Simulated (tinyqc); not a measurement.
Comparisons within one model: interband optics of a two-band s-p chain from momentum matrix elements. A value that a table varies takes the place of the one given here.

H(k) = [[Es - 2 ts cos ka, 2i V sin ka], [-2i V sin ka, Ep_ + 2 tp cos ka]] in the basis s, p; the lower band is full, with two electrons a cell. The velocity operator times hbar is W = dH/dk (eV angstrom); intra-atomic dipoles are left out.

With w(k) = |<c|W|v>|^2 and D(k) = Ec - Ev, on the mesh k_j = (j + 1/2)/N (2 pi/a): eps(E) = 1 + (8 pi e2/(a Ar)) mean_j (w/D^2) [1/(D - E - i eta) + 1/(D + E + i eta)], e2 = e^2/(4 pi eps0); light polarised along the chains, no local fields.

Constants: e^2/(4 pi eps0) = 14.39964547 eV angstrom; hbar^2/2m0 = 3.80998211 eV angstrom^2.

Inputs chosen for the exercise:
- a = 4.39 angstrom (period)
- Es = 2.78 eV (upper orbital (s))
- Ep_ = -3.69 eV (lower orbital (p))
- ts = 0.35 eV (s-s hopping)
- tp = 0.27 eV (p-p hopping)
- V = 1.11 eV (s-p hopping)
- Ar = 9 angstrom^2 (cross-section per chain)
- eta = 0.2 eV (Lorentzian half width)
- E = 2.15 eV (photon energy)

## Joint density of states against eps2

Mesh of 2000 points. J(E) = mean of (eta/pi)/((E - D)^2 + eta^2). The fourth column is J times the constant (8 pi^2 e2/(a Ar)) mean(w/D^2). R = |(sqrt(eps) - 1)/(sqrt(eps) + 1)|^2.

Spectrum:

| E (eV) | J (1/eV) | eps2 | eps2 with constant element | eps1 | R |
|---|---|---|---|---|---|
| 4.63 | 0.025 | 1.598 | 0.710 | 8.864 | 0.252 |
| 5.00 | 0.072 | 5.483 | 2.024 | 12.457 | 0.339 |
| 5.36 | 0.198 | 15.326 | 5.591 | 4.350 | 0.453 |
| 5.73 | 0.164 | 8.803 | 4.633 | -1.804 | 0.450 |
| 6.10 | 0.148 | 5.055 | 4.196 | -1.675 | 0.401 |
| 6.47 | 0.149 | 3.125 | 4.217 | -0.542 | 0.291 |
| 6.83 | 0.164 | 2.239 | 4.640 | 1.045 | 0.134 |
| 7.20 | 0.209 | 2.509 | 5.920 | 3.538 | 0.147 |
| 7.57 | 0.397 | 7.836 | 11.238 | 7.223 | 0.322 |
| 7.93 | 0.688 | 13.425 | 19.466 | -4.465 | 0.550 |
| 8.30 | 0.223 | 3.794 | 6.321 | -7.429 | 0.747 |
| 8.67 | 0.067 | 1.234 | 1.907 | -4.531 | 0.817 |

What can be read from the table?

Transitions span 5.230 to 8.069 eV. Among the energies listed J peaks at 7.93 eV and eps2 at 5.36 eV. The ratio of eps2 to the constant-element value is 2.74 at 5.36 eV and 0.69 at 7.93 eV: w/D^2 is 3.472 angstrom^2 at the zone centre and 1.598 at the edge.

## Mesh against broadening

eps2 at E for three widths, and eps(0) at eta = 0; the last row is the mesh of 2000 points.

Convergence:

| N | eta = 0.03 eV | eta = 0.1 eV | eta = 0.3 eV | eps(0) |
|---|---|---|---|---|
| 4 | 0.006 | 0.019 | 0.056 | 2.7950 |
| 8 | 0.013 | 0.042 | 0.125 | 3.7826 |
| 16 | 0.014 | 0.045 | 0.134 | 3.8486 |
| 32 | 0.014 | 0.045 | 0.134 | 3.8487 |
| 64 | 0.014 | 0.045 | 0.134 | 3.8487 |
| 128 | 0.014 | 0.045 | 0.134 | 3.8487 |
| 2000 | 0.014 | 0.045 | 0.134 | 3.8487 |

How do the results move?

The first N from which eps2 stays within 2 % of the last row is 16 for eta = 0.03, 16 for 0.1 and 16 for 0.3 eV; for eps(0) and 0.1 % it is 16. E lies outside the range of transitions, so eps2 is only the tail of the broadening and grows with eta.

## Static constant against the gap

Es takes the values listed; mesh of 400 points; the Penn-type estimate is 1 + 8 pi c e2 n_eff/(a Ar Dm^2) with Dm the f-weighted mean of D, f = w/(c D), n_eff = 2 mean(f), c = hbar^2/2m0.

Results:

| Es (eV) | smallest D (eV) | Dm (eV) | n_eff | eps(0) | estimate |
|---|---|---|---|---|---|
| 2.48 | 4.930 | 6.442 | 3.493 | 4.261 | 3.938 |
| 2.78 | 5.230 | 6.734 | 3.369 | 3.849 | 3.593 |
| 3.28 | 5.730 | 7.221 | 3.179 | 3.305 | 3.127 |
| 3.78 | 6.230 | 7.709 | 3.006 | 2.891 | 2.765 |
| 4.78 | 7.230 | 8.687 | 2.708 | 2.320 | 2.252 |
| 5.78 | 8.230 | 9.669 | 2.459 | 1.957 | 1.918 |
| 7.78 | 10.230 | 11.639 | 2.073 | 1.549 | 1.534 |

What can be read from the table?

eps(0) - 1 falls from 3.261 to 0.549, as Dm^-3.01; a fixed n_eff would give the power -2, and n_eff goes from 3.493 to 2.073. The single-gap estimate is low by 9.9 % of eps(0) - 1 in the first row and 2.7 % in the last, since 1/D^2 favours the smallest separations. n_eff need not equal the 2 electrons of the cell: a two-orbital basis with chosen hoppings does not obey the free-electron sum rule.

## What moves the optical response

Mesh of 400 points; n_eff = 2 mean(w/(c D)), c = hbar^2/2m0. Each row changes one parameter from the base and keeps the others.

Results:

| case | smallest D (eV) | largest D (eV) | n_eff | eps(0) |
|---|---|---|---|---|
| base | 5.230 | 8.069 | 3.369 | 3.849 |
| a = 4.609 angstrom | 5.230 | 8.069 | 3.714 | 3.991 |
| Es = 3.08 eV | 5.530 | 8.332 | 3.253 | 3.504 |
| ts = 0.42 eV | 5.090 | 8.127 | 3.381 | 3.929 |
| V = 1.221 eV | 5.230 | 8.282 | 3.971 | 4.314 |
| Ar = 9.9 angstrom^2 | 5.230 | 8.069 | 3.369 | 3.590 |

What can be read from the table?

The largest shifts from the base row, up to three for each result and ties (the steps differ in size, so this ranks the rows, not the parameters). smallest D (eV): Es +0.300, ts -0.140; unchanged at the printed digits by a, V and Ar. largest D (eV): Es +0.263, V +0.213, ts +0.058; unchanged at the printed digits by a and Ar. n_eff: V +0.602, a +0.345, Es -0.117; unchanged at the printed digits by Ar. eps(0): V +0.465, Es -0.345, Ar -0.259.

Run: tinyqc, `OMP_NUM_THREADS=1 python tinyqc.py 1681244 1681245 out.jsonl`; Intel(R) Xeon(R) Processor @ 2.30GHz, one thread, shared host; about 0.01 s of CPU time with all checks.
